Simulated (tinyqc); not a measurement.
The size of the error: propagation of a band-gap error through k.p and effective-mass formulas.

Chain, for a gap E (the reference Eg or another value), with Ep and Dso kept: 1/me = 1 + Ep (E + 2 Dso/3)/(E (E + Dso)); g* = 2 - 2 Ep Dso/(3 E (E + Dso)); g1(E) = g1 + (Ep/3)(1/E - 1/Eg), g2(E) = g2 + (Ep/6)(1/E - 1/Eg), light hole 1/(g1 + 2 g2), heavy hole 1/(g1 - 2 g2) along [100]; optical constant ei(E) = 1 + (ei - 1)(EP/(EP + E - Eg))^2, static e0(E) = ei(E) + e0 - ei.

Donor: R = Ry me/e0^2, a_B = a0 e0/me, Mott density (0.26/a_B)^3. Nc, Nv = 2 (m kT/(4 pi c))^(3/2), c = hbar^2/2m0, ni = sqrt(Nc Nv) exp(-E/2kT). Exciton: Ry mu/e0^2 with 1/mu = 1/me + g1(E). 1 angstrom^-3 = 1e24 cm^-3.

Constants: Ry = 13.60569312 eV; a0 (Bohr radius) = 0.5291772105 angstrom; kB = 8.617333262e-05 eV/K; hbar^2/2m0 = 3.80998211 eV angstrom^2.

Values chosen for the exercise (reference values near those of InSb, gap at low temperature; shifted at random, so the results belong to these values and not to a real crystal): Eg = 0.239 eV (gap at Gamma to the s-like level); Dso = 0.805 eV (spin-orbit splitting); Ep = 23.2 eV (Kane energy); g1 = 34.71 (Luttinger gamma1); g2 = 15.5 (gamma2); e0 = 17.12 (static dielectric constant); ei = 15.86 (optical dielectric constant); EP = 3.71 eV (mean (Penn) gap); mh = 0.51 m0 (density-of-states mass of the holes); T = 77 K (temperature).

E = f Eg; ratios against f = 1.

Results:

| f | E (eV) | me ratio | light-hole ratio | e0 ratio | donor ratio | Mott ratio | g* | log10 ni ratio |
|---|---|---|---|---|---|---|---|---|
| 0.25 | 0.060 | 0.272 | 0.253 | 1.090 | 0.229 | 0.0155 | -238.971 | 5.44 |
| 0.40 | 0.096 | 0.427 | 0.404 | 1.071 | 0.372 | 0.0632 | -142.611 | 4.42 |
| 0.60 | 0.143 | 0.625 | 0.604 | 1.047 | 0.571 | 0.213 | -89.549 | 2.98 |
| 0.80 | 0.191 | 0.816 | 0.802 | 1.023 | 0.780 | 0.507 | -63.367 | 1.50 |
| 1.00 | 0.239 | 1.000 | 1.000 | 1.000 | 1.000 | 1.00 | -47.899 | 0.00 |
| 1.20 | 0.287 | 1.179 | 1.196 | 0.978 | 1.233 | 1.75 | -37.762 | -1.51 |
| 1.50 | 0.358 | 1.440 | 1.489 | 0.947 | 1.606 | 3.52 | -27.849 | -3.79 |
| 2.00 | 0.478 | 1.857 | 1.970 | 0.898 | 2.302 | 8.83 | -18.302 | -7.62 |

What can be read from this table?

Between f = 0.8 and 1.2 the mean powers d ln(ratio)/d ln f are 0.91 for me, 0.99 for the light hole, -0.11 for e0, 1.13 for the donor energy and 3.06 for the Mott density; ni moves by -3.15 decades per 0.1 eV, against -0.1 eV/(2 kT ln 10) = -3.27 from the exponential alone, the rest coming from Nc through me^(3/4). g* keeps its sign, from -238.97 to -18.30.

(tinyqc, `OMP_NUM_THREADS=1 python tinyqc.py 1850904 1850905 out.jsonl`, Intel(R) Xeon(R) Processor @ 2.30GHz, 1 thread, shared host, about 0.01 s.)
